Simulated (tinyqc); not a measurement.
Concentration-dependent dopant diffusion with charged defects and the built-in field: one step, computed by the program tinyqc.

A constant source C_s feeds a half space. The dopant moves through neutral point defects and through charged ones, whose number grows with the majority carrier density n.

Question. Diffusivity at the surface. n = C/2 + sqrt(C^2/4 + n_i^2); D(C) = h [Dx + D1 (n/n_i)], h = 1 + C/sqrt(C^2 + 4 n_i^2).

Inputs (values chosen for the exercise, modelled on boron in silicon): surface concentration C_s = 4.3e+18 1/cm^3; temperature T = 1150 C.

Field enhancement: on.

n_i = 1.503713e+19 1/cm^3

partial diffusivities (cm^2/s): Dx 2.042848e-14, D1 4.593127e-13

intrinsic diffusivity D_i = 4.797412e-13 cm^2/s

Give: n/n_i; field factor h; surface diffusivity D_s; enhancement D_s/D_i.

Answer.

n/n_i = 1.1531

field factor h = 1.1415

surface diffusivity D_s = 6.2794e-13 cm^2/s

enhancement D_s/D_i = 1.3089

C_s is 0.286 times n_i: D_s stays within a factor 1.5 of D_i.
